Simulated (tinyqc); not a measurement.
Inside a calculation (part 2 of 2). Method: UHF in the 3-21g basis, for H3, spin multiplicity 2. Computed by tinyqc, a small Python program that keeps every step (integrals from PySCF). Command: `OMP_NUM_THREADS=1 python tinyqc.py 25063 25064 out.jsonl` (the two numbers bound the seeds that draw the settings). One thread of a shared host (Intel(R) Xeon(R) Processor @ 2.60GHz), about 0.09 s of CPU time with the checks.

Geometry (angstrom):
```
atom         x         y          z
H     0.000000  0.000000   0.000000
H     0.000000  0.000000   1.155000
H     0.000000  0.695000  -0.923000
```

## Iteration 60 (converged): orbitals

converged F(alpha) (hartree), lower triangle:
```
           1H 1s      1H 2s      2H 1s      2H 2s      3H 1s      3H 2s
1H 1s   0.325267
1H 2s  -0.361290  -0.362158
2H 1s  -0.286010  -0.376795   0.015710
2H 2s  -0.307366  -0.353810  -0.546216  -0.400545
3H 1s  -0.285743  -0.376644   0.008439  -0.085687   0.015575
3H 2s  -0.307182  -0.353709  -0.085704  -0.161678  -0.546286  -0.400577
```

converged F(beta) (hartree), lower triangle:
```
           1H 1s      1H 2s      2H 1s      2H 2s      3H 1s      3H 2s
1H 1s   0.082657
1H 2s  -0.517985  -0.411340
2H 1s  -0.273184  -0.260102   0.487515
2H 2s  -0.363380  -0.306277  -0.193828  -0.125315
3H 1s  -0.272913  -0.259855  -0.048529  -0.127465   0.487798
3H 2s  -0.363185  -0.306093  -0.127523  -0.213172  -0.193549  -0.125023
```

X, lower triangle:
```
           1H 1s      1H 2s      2H 1s     2H 2s      3H 1s     3H 2s
1H 1s   1.257916
1H 2s  -0.560778   2.019274
2H 1s   0.014901   0.006211   1.240849
2H 2s   0.051948  -0.663255  -0.481611  1.566685
3H 1s   0.014961   0.006227  -0.007512  0.032248   1.240851
3H 2s   0.051940  -0.663010   0.032272  0.139926  -0.481619  1.566453
```

Diagonalise F' = X^T F X, C = X C', fill 2 alpha and 1 beta electrons from the bottom; D(s) = C_occ C_occ^T. Each column has its largest component positive (the first on a tie).

F' = X^T F X (alpha) (hartree), lower triangle:
```
           1          2          3          4          5         6
1   0.857579
2  -0.626382   0.382570
3  -0.114572  -0.153660   0.571157
4  -0.077575  -0.197858  -0.717413   0.165428
5  -0.114298  -0.153619   0.032044   0.053879   0.571011
6  -0.077524  -0.197791   0.053893  -0.025603  -0.717504  0.165333
```

orbital energies (alpha) (hartree): MO1 -0.611590, MO2 -0.425721, MO3 0.225985, MO4 1.067117, MO5 1.155744, MO6 1.301544

coefficients C (alpha):
```
            MO1        MO2        MO3        MO4        MO5        MO6
1H 1s  0.175640  -0.000107   0.203596   0.239914  -0.000961  -1.331468
1H 2s  0.197101  -0.000162   1.513297   0.121230   0.001318   1.711108
2H 1s  0.223621  -0.267395  -0.084488   0.881198  -0.916260   0.168310
2H 2s  0.330695  -0.560902  -0.918350  -0.805145   0.913269  -0.632472
3H 1s  0.223648   0.267456  -0.084447   0.881245   0.916466   0.166856
3H 2s  0.330780   0.561114  -0.917687  -0.805128  -0.914253  -0.630977
```

F' = X^T F X (beta) (hartree), lower triangle:
```
           1          2          3          4          5         6
1   0.658518
2  -0.719869   0.319988
3  -0.115846  -0.116257   0.942072
4  -0.108173  -0.198693  -0.525196   0.348224
5  -0.115583  -0.116189  -0.001608   0.018694   0.942238
6  -0.108130  -0.198611   0.018698  -0.069496  -0.525113  0.348305
```

orbital energies (beta) (hartree): MO1 -0.531381, MO2 0.076655, MO3 0.282560, MO4 1.174364, MO5 1.272278, MO6 1.284867

coefficients C (beta):
```
            MO1        MO2        MO3        MO4        MO5        MO6
1H 1s  0.305158   0.000027   0.181569   0.854306  -1.023088  -0.005490
1H 2s  0.549718   0.000286   1.347702  -0.842472   1.563072   0.007912
2H 1s  0.113014  -0.161195  -0.069435   0.700477   0.591174   0.943018
2H 2s  0.112224  -0.661512  -1.037332  -0.298716  -0.903054  -0.847756
3H 1s  0.112858   0.161203  -0.069433   0.698939   0.599810  -0.938720
3H 2s  0.112034   0.661558  -1.036979  -0.297263  -0.910659   0.839901
```

D(alpha) after iteration 60, lower triangle:
```
          1H 1s     1H 2s      2H 1s      2H 2s     3H 1s     3H 2s
1H 1s  0.030849
1H 2s  0.034619  0.038849
2H 1s  0.039305  0.044119   0.121506
2H 2s  0.058143  0.065271   0.223933   0.423970
3H 1s  0.039253  0.044038  -0.021504  -0.076057  0.121551
3H 2s  0.058038  0.065106  -0.076070  -0.205342  0.224051  0.424264
```

D(beta) after iteration 60, lower triangle:
```
          1H 1s     1H 2s     2H 1s     2H 2s     3H 1s     3H 2s
1H 1s  0.093121
1H 2s  0.167751  0.302190
2H 1s  0.034487  0.062126  0.012772
2H 2s  0.034246  0.061691  0.012683  0.012594
3H 1s  0.034439  0.062040  0.012755  0.012665  0.012737
3H 2s  0.034188  0.061587  0.012661  0.012573  0.012644  0.012552
```

## Convergence

Stop when the energy changes by less than 1e-08 hartree and every element of the error matrix X^T (F D S - S D F) X (for each spin) is below 3e-05.

Course of the cycle:
```
iteration  E (hartree)     change  largest element of the error matrix
1          -1.46524974          -                             1.40e-01
2          -1.49164901  -2.64e-02                             1.02e-01
3          -1.51182593  -2.02e-02                             7.53e-02
4          -1.52702142  -1.52e-02                             5.59e-02
5          -1.53835840  -1.13e-02                             4.19e-02
6          -1.54676821  -8.41e-03                             3.17e-02
7          -1.55298695  -6.22e-03                             2.45e-02
8          -1.55757964  -4.59e-03                             1.98e-02
9          -1.56097188  -3.39e-03                             1.62e-02
10         -1.56348041  -2.51e-03                             1.33e-02
11         -1.56533912  -1.86e-03                             1.11e-02
12         -1.56671989  -1.38e-03                             9.27e-03
13         -1.56774869  -1.03e-03                             7.83e-03
14         -1.56851778  -7.69e-04                             6.66e-03
...                ...        ...                                  ...
47         -1.57093173  -1.98e-07                             1.18e-04
48         -1.57093188  -1.57e-07                             1.05e-04
49         -1.57093201  -1.24e-07                             9.31e-05
50         -1.57093210  -9.79e-08                             8.29e-05
51         -1.57093218  -7.75e-08                             7.37e-05
52         -1.57093224  -6.13e-08                             6.56e-05
53         -1.57093229  -4.85e-08                             5.84e-05
54         -1.57093233  -3.84e-08                             5.20e-05
55         -1.57093236  -3.04e-08                             4.62e-05
56         -1.57093238  -2.41e-08                             4.12e-05
57         -1.57093240  -1.91e-08                             3.66e-05
58         -1.57093242  -1.51e-08                             3.26e-05
59         -1.57093243  -1.19e-08                             2.90e-05
60         -1.57093244  -9.45e-09                             2.58e-05
```

PySCF UHF in the same basis, after a stability check = -1.57093248 hartree

Converged in 60 iterations.

## Populations, bond orders and dipole

overlap S, lower triangle:
```
          1H 1s     1H 2s     2H 1s     2H 2s     3H 1s     3H 2s
1H 1s  1.000000
1H 2s  0.645899  1.000000
2H 1s  0.120007  0.314290  1.000000
2H 2s  0.314290  0.646389  0.645899  1.000000
3H 1s  0.119838  0.314132  0.000698  0.048494  1.000000
3H 2s  0.314132  0.646193  0.048494  0.207958  0.645899  1.000000
```

Mulliken: Z minus the diagonal of D S on the atom; Loewdin: the same with S^(1/2) D S^(1/2); Mayer order: 2 sum_s sum (D(s) S)_ij (D(s) S)_ji over the two atoms.

Charges (e):
```
atom   Mulliken    Loewdin  Mulliken spin
1H    -0.032774   0.010832      -0.488161
2H     0.016389  -0.005426       0.743799
3H     0.016384  -0.005406       0.744362
```

Mayer bond orders:
```
pair     order
2-1   0.380740
3-1   0.379885
3-2   0.047979
```

dipole moment about the origin, x y z (debye): 0.000000  0.045252  0.015128

<S^2> of the determinant (pure state: 0.75) = 0.863113
